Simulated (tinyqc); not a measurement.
# Worked calculation: on-chip power grid, static voltage drop by conjugate gradients

Numbers from tinyqc (`OMP_NUM_THREADS=1 python tinyqc.py 2770171 2770172 out.jsonl`; about 0.08 s on one thread of a shared Intel Xeon 2.30GHz). Printed values are rounded.

A grid of 4 rows and 3 columns, node k = 3 row + column. Neighbours in a row are joined by Rx, in a column by Ry; pad nodes, which reach the supply through Rp: 0. Each node draws I0, node 2 draws kh I0. The drops u = Vdd - V solve G u = i, with G the conductance matrix (1/Rp added on the diagonal at pad nodes).

Inputs (values chosen for the exercise): supply voltage Vdd = 0.65 V; resistance of a horizontal segment Rx = 0.11 ohm; resistance of a vertical segment Ry = 1.9 ohm; resistance from a pad node to the supply Rp = 0.09 ohm; load current of an ordinary node I0 = 1.1 mA; factor on the load at the hot node kh = 5.

## Diagonal of G, loads and first direction

G_kk = sum of the conductances at node k. Start u = 0, so the residual is r = i; p = r.

G_kk (S):

|  | col 0 | col 1 | col 2 |
|---|---|---|---|
| row 0 | 20.7283 | 18.7081 | 9.61722 |
| row 1 | 10.1435 | 19.2344 | 10.1435 |
| row 2 | 10.1435 | 19.2344 | 10.1435 |
| row 3 | 9.61722 | 18.7081 | 9.61722 |

r at the start (mA):

|  | col 0 | col 1 | col 2 |
|---|---|---|---|
| row 0 | 1.1 | 1.1 | 5.5 |
| row 1 | 1.1 | 1.1 | 1.1 |
| row 2 | 1.1 | 1.1 | 1.1 |
| row 3 | 1.1 | 1.1 | 1.1 |

p at the start (mA):

|  | col 0 | col 1 | col 2 |
|---|---|---|---|
| row 0 | 1.1 | 1.1 | 5.5 |
| row 1 | 1.1 | 1.1 | 1.1 |
| row 2 | 1.1 | 1.1 | 1.1 |
| row 3 | 1.1 | 1.1 | 1.1 |

## Iteration 1: conjugate-gradient step

u at the start (mV):

|  | col 0 | col 1 | col 2 |
|---|---|---|---|
| row 0 | 0 | 0 | 0 |
| row 1 | 0 | 0 | 0 |
| row 2 | 0 | 0 | 0 |
| row 3 | 0 | 0 | 0 |

q = G p; a = (r.r)/(p.q); u(new) = u + a p; r(new) = r - a q; b = (r.r)(new)/(r.r); p(new) = r(new) + b p.

q (mA S):

|  | col 0 | col 1 | col 2 |
|---|---|---|---|
| row 0 | 12.2222 | -40.0000 | 42.3158 |
| row 1 | 0.0000 | 0.0000 | -2.3158 |
| row 2 | 0.0000 | 0.0000 | 0.0000 |
| row 3 | 0.0000 | 0.0000 | 0.0000 |

a = 0.218199 ohm

u after iteration 1 (mV):

|  | col 0 | col 1 | col 2 |
|---|---|---|---|
| row 0 | 0.24002 | 0.24002 | 1.20010 |
| row 1 | 0.24002 | 0.24002 | 0.24002 |
| row 2 | 0.24002 | 0.24002 | 0.24002 |
| row 3 | 0.24002 | 0.24002 | 0.24002 |

r after iteration 1 (mA):

|  | col 0 | col 1 | col 2 |
|---|---|---|---|
| row 0 | -1.56688 | 9.82798 | -3.73328 |
| row 1 | 1.10000 | 1.10000 | 1.60530 |
| row 2 | 1.10000 | 1.10000 | 1.10000 |
| row 3 | 1.10000 | 1.10000 | 1.10000 |

b = 2.87508

p after iteration 1 (mA):

|  | col 0 | col 1 | col 2 |
|---|---|---|---|
| row 0 | 1.5957 | 12.9906 | 12.0797 |
| row 1 | 4.2626 | 4.2626 | 4.7679 |
| row 2 | 4.2626 | 4.2626 | 4.2626 |
| row 3 | 4.2626 | 4.2626 | 4.2626 |

## Iteration 2: conjugate-gradient step

As before.

q (mA S):

|  | col 0 | col 1 | col 2 |
|---|---|---|---|
| row 0 | -87.263 | 116.464 | -4.433 |
| row 1 | 1.404 | -9.187 | 1.011 |
| row 2 | 0.000 | 0.000 | -0.266 |
| row 3 | 0.000 | 0.000 | 0.000 |

a = 0.0970350 ohm

u after iteration 2 (mV):

|  | col 0 | col 1 | col 2 |
|---|---|---|---|
| row 0 | 0.39486 | 1.50056 | 2.37225 |
| row 1 | 0.65364 | 0.65364 | 0.70267 |
| row 2 | 0.65364 | 0.65364 | 0.65364 |
| row 3 | 0.65364 | 0.65364 | 0.65364 |

r after iteration 2 (mA):

|  | col 0 | col 1 | col 2 |
|---|---|---|---|
| row 0 | 6.90069 | -1.47312 | -3.30317 |
| row 1 | 0.96380 | 1.99149 | 1.50717 |
| row 2 | 1.10000 | 1.10000 | 1.12581 |
| row 3 | 1.10000 | 1.10000 | 1.10000 |

b = 0.600330

p after iteration 2 (mA):

|  | col 0 | col 1 | col 2 |
|---|---|---|---|
| row 0 | 7.85865 | 6.32552 | 3.94863 |
| row 1 | 3.52276 | 4.55046 | 4.36948 |
| row 2 | 3.65896 | 3.65896 | 3.68477 |
| row 3 | 3.65896 | 3.65896 | 3.65896 |

## Iteration 3: conjugate-gradient step

As before.

q (mA S):

|  | col 0 | col 1 | col 2 |
|---|---|---|---|
| row 0 | 103.538 | 8.605 | -21.830 |
| row 1 | -11.696 | 10.523 | -1.063 |
| row 2 | 0.072 | -0.704 | -0.112 |
| row 3 | 0.000 | 0.000 | -0.014 |

a = 0.0962475 ohm

u after iteration 3 (mV):

|  | col 0 | col 1 | col 2 |
|---|---|---|---|
| row 0 | 1.15123 | 2.10937 | 2.75229 |
| row 1 | 0.99270 | 1.09161 | 1.12322 |
| row 2 | 1.00581 | 1.00581 | 1.00829 |
| row 3 | 1.00581 | 1.00581 | 1.00581 |

r after iteration 3 (mA):

|  | col 0 | col 1 | col 2 |
|---|---|---|---|
| row 0 | -3.06457 | -2.30130 | -1.20213 |
| row 1 | 2.08955 | 0.97870 | 1.60951 |
| row 2 | 1.09310 | 1.16774 | 1.13660 |
| row 3 | 1.10000 | 1.10000 | 1.10131 |

b = 0.419375

p after iteration 3 (mA):

|  | col 0 | col 1 | col 2 |
|---|---|---|---|
| row 0 | 0.23115 | 0.35146 | 0.45383 |
| row 1 | 3.56691 | 2.88704 | 3.44197 |
| row 2 | 2.62758 | 2.70222 | 2.68191 |
| row 3 | 2.63448 | 2.63448 | 2.63579 |

## Course of the conjugate-gradient iteration

Stop when |r| is below 1e-9 mA.

Course of the iteration:

| iteration | largest u (mV) | \|r\| (mA) |
|---|---|---|
| 1 | 1.20010 | 11.2 |
| 2 | 2.37225 | 8.67 |
| 3 | 2.75229 | 5.62 |
| 4 | 5.96776 | 19.9 |
| 5 | 7.94952 | 5.66 |
| 6 | 9.93403 | 12.9 |
| 7 | 11.8737 | 9.76 |
| 8 | 12.9812 | 3.57 |
| 9 | 14.0859 | 8.25 |
| 10 | 15.2592 | 2.56 |
| 11 | 15.3527 | 0.0427 |
| 12 | 15.3504 | < 1e-11 |

Converged in 12 iterations for 12 unknowns; in exact arithmetic the method needs at most 12. The condition number of the matrix is 336. Gauss-Seidel sweeps in node order need 1554 to reach the same residual.

## Worst drop, pad currents and power lost

converged u (mV):

|  | col 0 | col 1 | col 2 |
|---|---|---|---|
| row 0 | 1.5840 | 2.9685 | 3.8781 |
| row 1 | 9.0191 | 9.0832 | 9.1384 |
| row 2 | 13.2571 | 13.2603 | 13.2633 |
| row 3 | 15.3500 | 15.3502 | 15.3504 |

Pad current u/Rp; worst drop as a share of Vdd; power lost in the grid and pads sum_k i_k u_k; power delivered sum_k i_k (Vdd - u_k).

worst drop = 15.3504 mV
share of Vdd = 2.36160 %
pad currents (mA): node 0 17.6
power lost = 0.150716 mW
power delivered = 11.2893 mW

The pad currents add up to the total load, 17.60 mA. The worst drop is at node 11, not at the hot node.
